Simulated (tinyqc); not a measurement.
How thick the regions must be: band offset from the macroscopic average of a supercell potential.

A model of the planar-averaged electrostatic energy of an electron in a periodic cell of N1 periods of A (L1 = N1 n1 h) and N2 periods of B (L2 = N2 n2 h), on z_j = j h: V(z) = f VA + (1 - f) VB + F t(z), VA = V1[0] + V1[1] cos(2 pi z/(n1 h)) + V1[2] cos(4 pi z/(n1 h)), VB the same with V2, n2 and z - L1. f = [tanh(z/w) - tanh((z - L1)/w) + tanh((z - L1 - L2)/w)]/2 + 1/2; t(z) = z - L1/2 in A and (L1/L2)(L1 + L2/2 - z) beyond, so that the cell is periodic.

Running mean over n points, periodic: for odd n the plain mean of the n points centred on j; for even n the n + 1 points with half weight at both ends. The macroscopic average applies the mean over n1 points and then over n2 points.

Parameters, chosen for this exercise (gaps near those of GaAs and AlAs; the results hold for these values, not for the real material): h = 0.35 angstrom (grid step); n1 = 6 (grid points per period of A); n2 = 6 (grid points per period of B); V1 = (-7.12, 2.77, -0.77) eV (mean and two harmonics of the potential in A); V2 = (-9.25, 3.77, -0.12) eV (the same in B); w = 0.35 angstrom (width of the interfaces).

N1 = N2 = N, no slope (F = 0); dV is read at j = floor(N n1/2) and N n1 + floor(N n2/2). The exact value is V2[0] - V1[0].

Results:

| N | L1 (angstrom) | dV (eV) | error (meV) |
|---|---|---|---|
| 1 | 2.10 | -1.1391 | 990.94 |
| 2 | 4.20 | -2.0831 | 46.91 |
| 3 | 6.30 | -2.1297 | 0.30 |
| 4 | 8.40 | -2.1300 | 0.00 |
| 5 | 10.50 | -2.1300 | 0.00 |
| 6 | 12.60 | -2.1300 | 0.00 |

What does the comparison show, and why?

The error is below 10 meV from N = 3 on. The two windows together span 4.20 angstrom and must fit between the interface tails, which fall as exp(-2 z/w); the errors at N = 2, 3 and 4 are 46.91, 0.30 and 0.00 meV.

Run: tinyqc, `OMP_NUM_THREADS=1 python tinyqc.py 1850155 1850156 out.jsonl`; Intel(R) Xeon(R) Processor @ 2.30GHz, one thread, shared host; about 0.01 s of CPU time with all checks.
